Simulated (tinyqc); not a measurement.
Inside a calculation. Method: one-electron ion in a basis of Gaussians. Computed by tinyqc, a small Python program that keeps every step. Settings: Z = 1, l = 0. Command: `OMP_NUM_THREADS=1 python tinyqc.py 25708 25709 out.jsonl` (the two numbers bound the seeds that draw the settings). One thread of a shared host (Intel(R) Xeon(R) Processor @ 2.60GHz), about 0.01 s of CPU time with the checks.

## Matrices over normalised Gaussians

exponents of r^l exp(-a r^2) (1/bohr^2): 0.0531  0.1705  0.5475  1.7580  5.6440

Z = 1

l = 0

With p = a_i + a_j and I(k) = Gamma((k+1)/2) / (2 p^((k+1)/2)): S = I(2l+2), T = (2l+3) a_i a_j S / p, V = -Z I(2l+1), each divided by sqrt(S_ii S_jj).

S:
```
        1       2       3       4       5
1  1.0000  0.7853  0.4279  0.1960  0.0843
2  0.7853  1.0000  0.7851  0.4278  0.1960
3  0.4279  0.7851  1.0000  0.7851  0.4279
4  0.1960  0.4278  0.7851  1.0000  0.7852
5  0.0843  0.1960  0.4279  0.7852  1.0000
```

T (hartree):
```
        1       2       3       4       5
1  0.0797  0.0954  0.0622  0.0303  0.0133
2  0.0954  0.2557  0.3062  0.1995  0.0973
3  0.0622  0.3062  0.8213  0.9834  0.6407
4  0.0303  0.1995  0.9834  2.6370  3.1576
5  0.0133  0.0973  0.6407  3.1576  8.4660
```

V (hartree):
```
         1        2        3        4        5
1  -0.3678  -0.4190  -0.3742  -0.2977  -0.2270
2  -0.4190  -0.6589  -0.7507  -0.6704  -0.5333
3  -0.3742  -0.7507  -1.1808  -1.3452  -1.2014
4  -0.2977  -0.6704  -1.3452  -2.1158  -2.4105
5  -0.2270  -0.5333  -1.2014  -2.4105  -3.7911
```

## Generalised eigenproblem

H = T + V (hartree):
```
         1        2        3        4        5
1  -0.2881  -0.3236  -0.3121  -0.2674  -0.2137
2  -0.3236  -0.4032  -0.4445  -0.4709  -0.4360
3  -0.3121  -0.4445  -0.3595  -0.3618  -0.5607
4  -0.2674  -0.4709  -0.3618   0.5212   0.7471
5  -0.2137  -0.4360  -0.5607   0.7471   4.6749
```

Solve H C = S C e through S^(-1/2); each column has its largest component positive (the first on a tie).

eigenvalues of S: 0.0319  0.1302  0.4592  1.3577  3.0210

eigenvalues (hartree): -0.4985  -0.0971  0.4818  3.0129  12.5374

coefficients:
```
        1        2        3        4        5
1  0.1118   1.4948  -1.1320   0.4895  -0.2248
2  0.5292  -0.9242   2.5700  -1.5533   0.7355
3  0.3662  -0.1265  -1.8360   2.6828  -1.5777
4  0.0947  -0.0776   0.1156  -2.0911   2.5078
5  0.0421  -0.0168  -0.0895   0.1279  -1.9470
```

For Z = 1 and l = 0 the exact lowest level is -Z^2/(2 n^2) with n = l + 1: -0.500000 hartree.
